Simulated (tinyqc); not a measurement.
# Phonon and roughness prefactors from two fields

Question. At 300 K and high field 1/mu = E^(1/3)/Ap + E^gs/As, E in MV/cm. Find Ap and As.

Parameters, values chosen for the exercise:
- gs = 2 (exponent of the roughness term)

mu at E = 0.59 and 1 MV/cm (cm^2/(V s)): 476.67871  327.53585

Solution. Two linear equations in 1/Ap and 1/As.

Ap = 474 cm^2/(V s)
As = 1.06e3 cm^2/(V s)

Program tinyqc, `OMP_NUM_THREADS=1 python tinyqc.py 2510019 2510020 out.jsonl`; Intel Xeon 2.30GHz, shared host, one thread, about 0.01 s.
